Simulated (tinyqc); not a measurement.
Deformation potential from the mobility gain.

Inverse problem. Tension X along [100] raises the x valleys by D = Xu (s11 - s12) X against the y and z valleys. Their share is f = w/(w + 2), w = exp(-D/Vt), and for current along [100] mu/mu0 = [f/ml + (1 - f)/mt]/[(1/ml + 2/mt)/3]. Find f, D and Xu.

Values chosen for this exercise; values close to those of silicon: temperature T = 300 K; compliance s11 = 7.73 1/TPa; compliance s12 = -2.2 1/TPa; longitudinal mass ml = 0.881 m0; transverse mass mt = 0.186 m0.

Constants: q = 1.602176634e-19 C, kB = 1.380649e-23 J/K, Vt = kB T/q. Results are converted to the units shown.

mu/mu0 = 1.33838330
X = 1000 MPa

Solution. The gain is linear in f; w = 2 f/(1 - f).

f = 0.01718
D = 86.69 meV
Xu = 8.730 eV

Computed by the program tinyqc: `OMP_NUM_THREADS=1 python tinyqc.py 2530111 2530112 out.jsonl`, one thread of a shared Intel Xeon 2.30GHz, about 0.01 s for the whole run.
